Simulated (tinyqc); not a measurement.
# Kinetics of strain relaxation and threading dislocations in mismatched semiconductor layers, step by step

A worked calculation. Computed by tinyqc, a small Python program that keeps every step. Command: `OMP_NUM_THREADS=1 python tinyqc.py 3012597 3012598 out.jsonl threading walk`. One thread of a shared host (Intel(R) Xeon(R) Processor @ 2.30GHz), about 0.01 s of CPU time with the checks. Intermediate numbers are printed to about 7 digits and carried at full precision; extremes and crossings named in words are read from the listed rows.

60-degree dislocations on {111} planes of a (001) layer, isotropic elasticity. The Schmid factor is 1/sqrt(6), and a misfit segment relieves strain with b/2.

Inputs (values chosen for the exercise, modelled on Si(0.8)Ge(0.2) on Si):
```
quantity                                      value          unit
misfit f                                    0.00821             -
shear modulus G                                  63           GPa
Poisson ratio nu                               0.27             -
Burgers vector b                               3.88      angstrom
glide activation energy Q                      2.06            eV
velocity prefactor v0                         29000   m/s per MPa
layer thickness h                                77            nm
anneal temperature T                            710             K
anneal time t                                   390             s
initial thread density rho_0                2.3e+06        1/cm^2
multiplication constant delta                 54000           1/m
grading rate (misfit per thickness) R_f      0.0031  1/micrometre
growth temperature of the buffer T_g            969             K
growth rate R_g                                 1.4          nm/s
reaction radius r_A                              48            nm
final thickness of a thick uniform layer H     0.85    micrometre
aspect ratio of a trench                       0.88             -
```

Sources: multiplication.

Constants: k_B = 8.617333262e-05 eV/K.

## Excess stress and glide velocity at the start

Excess resolved stress tau = (1/sqrt 6) [2 G (1 + nu)/(1 - nu)] (e - e_eq), e_eq = b (1 - nu/4) [ln(h/b) + 1]/(4 pi (1 + nu) h), the Matthews-Blakeslee strain of an uncapped layer; glide velocity v = v0 tau exp(-Q/(k_B T)), tau in MPa.

equilibrium strain e_eq = 0.001852103

excess stress tau = 568.9698 MPa

mobility v/tau = 6.917401e-11 m/s per MPa

initial velocity = 0.03935793 micrometre/s

The layer carries 4.4 times its equilibrium strain. In the anneal time a thread would run 15 micrometre at this speed.

## Relaxation in the anneal

Threads run in two directions, so de/dt = -(b/4) rho v, and they multiply as d rho/dt = delta rho v. With x = e - e_eq, x0 = f - e_eq (fully strained at t = 0) and v = m S x (m the mobility, S x = tau): rho = rho_0 + (4 delta/b)(x0 - x), so dx/dt = -k x (a - x), k = delta m S, a = x0 + b rho_0/(4 delta): a logistic law, x = a/[1 + (a/x0 - 1) exp(k a t)]. The half time is that at which x = x0/2.

strain left e = 0.008156956

share of the excess strain relieved = 0.8343049 %

thread density = 5252978 1/cm^2

half time = 2360.363 s

The layer stays metastable: too few threads move too slowly. The misfit lines laid down are 3.7 micrometre apart.

## Anneal temperature

The formulas are those given above.

After the time t:
```
T (K)  first velocity (micrometre/s)  relieved (%)  threads (1/cm^2)  half time (s)
655                     2.329123e-03  3.266375e-02      2.415612e+06   3.988582e+04
678                     8.033168e-03  1.197064e-01      2.723694e+06   1.156443e+04
704                     2.953990e-02  5.588112e-01      4.277883e+06   3.144865e+03
725                     7.898885e-02  2.722664e+00      1.193673e+07   1.176103e+03
750                     2.370809e-01  4.940173e+01      1.771548e+08   3.918452e+02
767                     4.805156e-01  9.941919e+01      3.541890e+08   1.933319e+02
790                     1.190658e+00  1.000000e+02      3.562448e+08   7.802322e+01
828                     4.774288e+00  1.000000e+02      3.562448e+08   1.945819e+01
```

The half time follows exp(Q/(k_B T)), a decade for each 54 K near 750 K. Relief goes from 2.7 % at 725 K to 99.4 % at 767 K: with multiplication the onset is abrupt, after an incubation in which threads breed, and the final density is set by delta, not by rho_0. Caution: rows with more than 50 % relieved leave out blocking by crossing misfit lines, which slows real layers.

## Graded buffer

In steady grading, strain is fed at R_f R_g and relieved at (b/4) rho v. As a glide-limited estimate, the driving stress is taken as the mean stress of the strained top zone, whose depth z solves R_f z/2 = e_eq(z), with strain R_f z at the surface; tau_g = S R_f z/2 is its mean; then rho = 4 R_f R_g/(b m tau_g), m = v0 exp(-Q/(k_B T_g)), S = (1/sqrt 6) 2 G (1 + nu)/(1 - nu), e_eq(z) = b (1 - nu/4) [ln(z/b) + 1]/(4 pi (1 + nu) z).

depth z of the strained zone = 337.0495 nm

stress tau_g = 46.75211 MPa

thread density of the buffer = 170843.4 1/cm^2

buffer thickness f/R_f = 2.648387 micrometre

Raising T_g by 50 K would lower this density by a factor 3.4: fast glide lets few threads do the work.

## Thick uniform layer and trapping in a trench

A separate case, a thick relaxed layer. Pair reactions during growth: d rho/dh = -K rho^2 with K = 2 r_A tan(psi) and threads inclined by psi = 45 degrees (the <110> lines of {111} planes), so rho = 1/(K H) for a layer that starts with far more threads than that, as highly mismatched layers do. In a trench along [110] a thread on {111} rises at 54.74 degrees across the width, and leaves through the wall below the height w tan(54.74 degrees) = sqrt(2) w; the share of threads, evenly spread over the floor, that reach the top is max(0, 1 - a/sqrt 2) for the aspect ratio a.

thread density at H = 1.225490e+09 1/cm^2

share that reaches the top = 0.3777460

The trench is too shallow to trap all. Thickness alone needs 1000 micrometre for 1e6 /cm^2. Caution: at this small misfit a layer may start with fewer threads than 1/(K H), which is then only an upper bound.

Checks made by the program: strain against numerical integration (relative difference below 1e-10).
